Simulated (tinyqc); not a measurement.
From results back to parameters: two-dimensional electron gas with Rashba and Dresselhaus coupling. Three cases, with inputs chosen for the exercise.

Problem. For pure Rashba coupling above the band crossing, k_outer - k_inner = al m/c with c = hbar^2/2m0, and each branch holds k^2/(4 pi) electrons per area. Beating of Shubnikov-de Haas oscillations gives the two densities; those below come from a hidden al (1e11/cm^2 = 1e-5/angstrom^2).

Constants: hbar^2/2m0 = 3.80998211 eV angstrom^2.

Find: k_outer, k_inner; al.

Method. k = sqrt(4 pi n) for each branch, and al = c (k_outer - k_inner)/m.

Case 1.

Values chosen (out of a larger set: of the size met in InAs; not measured data): m = 0.0273 m0 (mass).

densities (1e11/cm^2): outer 1.184569, inner 0.815431

Solution.

k_outer, k_inner (1/angstrom): 0.01220  0.01012

al = 0.290 eV angstrom

Case 2.

Values chosen (out of a larger set: of the size met in GaAs; not measured data): m = 0.0627 m0 (mass).

densities (1e11/cm^2): outer 1.274619, inner 1.225381

Solution.

k_outer, k_inner (1/angstrom): 0.01266  0.01241

al = 0.0150 eV angstrom

Case 3.

Values chosen (out of a larger set: of the size met in InSb; not measured data): m = 0.0148 m0 (mass).

densities (1e11/cm^2): outer 2.253170, inner 1.846830

Solution.

k_outer, k_inner (1/angstrom): 0.01683  0.01523

al = 0.410 eV angstrom

Computed by tinyqc, one run a case: `OMP_NUM_THREADS=1 python tinyqc.py N N+1 out.jsonl` with N = 1451821, 1451822, 1451919; one thread of a shared Intel(R) Xeon(R) Processor @ 2.30GHz, about 0.01 s a run at most.
